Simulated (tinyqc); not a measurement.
Inside a calculation. Model: a chain with uneven site energies and dephasing by Buettiker voltage probes.

Numbers from tinyqc (`OMP_NUM_THREADS=1 python tinyqc.py 2700105 2700106 out.jsonl`; about 0.01 s on one thread of a shared Intel Xeon 2.30GHz). Printed values are rounded.

Sites 1 to 6 form a chain with hopping -t. Lead L joins site 1 and lead R site 6, both semi-infinite chains with hopping -t and site energy 0. Every site carries a probe with self-energy -i Gamma_p/2 that draws no net current. Linear response at zero temperature: mu_L = 1, mu_R = 0 in units of the bias.

Parameters, values chosen for the exercise: hopping (matrix element -t) t = 2.2 eV; site energies 1 to N U = [2.26, -2.2, 0.07, -0.23, -0.97, 2.59] eV; Fermi energy E = 2.84 eV; probe broadening Gamma_p gp = 0.78 eV.

Constants: q = 1.602176634e-19 C, h = 6.62607015e-34 J s. Results are converted to the units shown.

## Green function

Sigma = t^2 g(E), g(x) = (x - i sqrt(4 t^2 - x^2))/(2 t^2) for |x| < 2 t and (x - sign(x) sqrt(x^2 - 4 t^2))/(2 t^2) otherwise; Gamma = -2 Im Sigma; G = (E - H - Sigma_L - Sigma_R + i Gamma_p/2)^(-1).

Sigma = 1.420000-1.680357i eV
Gamma = 3.360714 eV

G (1/eV):
```
                       1                      2                      3                      4
1  -0.1432954-0.2644158i   0.1509985+0.0338924i  -0.1966201+0.1600034i   0.1249284-0.2004959i
2   0.1509985+0.0338924i   0.0895492-0.1291596i   0.0755015+0.2461258i  -0.1409810-0.1941195i
3  -0.1966201+0.1600034i   0.0755015+0.2461258i   0.0672844-0.7372396i   0.1636343+0.6701982i
4   0.1249284-0.2004959i  -0.1409810-0.1941195i   0.1636343+0.6701982i   0.0537585-0.6787288i
5  -0.0132542+0.0976331i   0.0868190+0.0497513i  -0.1768208-0.2269994i   0.0955736+0.2674071i
6  -0.0846668+0.0337627i  -0.0005542+0.0925687i   0.1023463-0.2457310i  -0.1718705+0.1986857i

                       5                      6
1  -0.0132542+0.0976331i  -0.0846668+0.0337627i
2   0.0868190+0.0497513i  -0.0005542+0.0925687i
3  -0.1768208-0.2269994i   0.1023463-0.2457310i
4   0.0955736+0.2674071i  -0.1718705+0.1986857i
5   0.0908562-0.1630977i   0.1727127-0.0010579i
6   0.1727127-0.0010579i  -0.1274241-0.2274708i
```

## Transmissions between terminals

With Gamma the broadening by one lead, T_RL = Gamma^2 |G_(6,1)|^2, T_pL = Gamma Gamma_p |G_(p,1)|^2, T_pR = Gamma Gamma_p |G_(p,6)|^2, T_pq = Gamma_p^2 |G_(p,q)|^2 for p != q.

T_RL = 0.09383824

```
probe       T_pL       T_pR
1      0.2371000  0.0217792
2      0.0627795  0.0224631
3      0.1684499  0.1857454
4      0.1462867  0.1809142
5      0.0254479  0.0781972
6      0.0217792  0.1781995
```

T_pq:
```
           1          2          3          4          5          6
1  0.0000000  0.0145707  0.0390961  0.0339522  0.0059063  0.0050548
2  0.0145707  0.0000000  0.0403238  0.0350183  0.0060917  0.0052135
3  0.0390961  0.0403238  0.0000000  0.2895630  0.0503721  0.0431103
4  0.0339522  0.0350183  0.2895630  0.0000000  0.0490619  0.0419890
5  0.0059063  0.0060917  0.0503721  0.0490619  0.0000000  0.0181491
6  0.0050548  0.0052135  0.0431103  0.0419890  0.0181491  0.0000000
```

## Probe potentials and effective transmission

No current into probe p: W mu = T_pL with W_pp = T_pL + T_pR + sum_q T_pq and W_pq = -T_pq. Then T_eff = T_RL + sum_p T_pR mu_p, and the resistance is (h/2q^2)/T_eff.

W:
```
            1           2           3           4           5           6
1   0.3574594  -0.0145707  -0.0390961  -0.0339522  -0.0059063  -0.0050548
2  -0.0145707   0.1864607  -0.0403238  -0.0350183  -0.0060917  -0.0052135
3  -0.0390961  -0.0403238   0.8166605  -0.2895630  -0.0503721  -0.0431103
4  -0.0339522  -0.0350183  -0.2895630   0.7767853  -0.0490619  -0.0419890
5  -0.0059063  -0.0060917  -0.0503721  -0.0490619   0.2332261  -0.0181491
6  -0.0050548  -0.0052135  -0.0431103  -0.0419890  -0.0181491   0.3134955
```

mu_p, probe 1 to 6: [0.7931431, 0.6065350, 0.4733607, 0.4627344, 0.3633300, 0.2404539]
T_eff = 0.3676369
resistance = 35.10638 kohm

Without probes the transmission is 0.9930. With them, 25.5 % of the current crosses without entering a probe.

## Current at both leads

In units of (2 q^2/h) times the bias, T_RL + sum_p T_pL (1 - mu_p) leaves L and T_RL + sum_p T_pR mu_p enters R.

current leaving L = 0.3676369
current entering R = 0.3676369

The two are equal: the probes conserve the current.
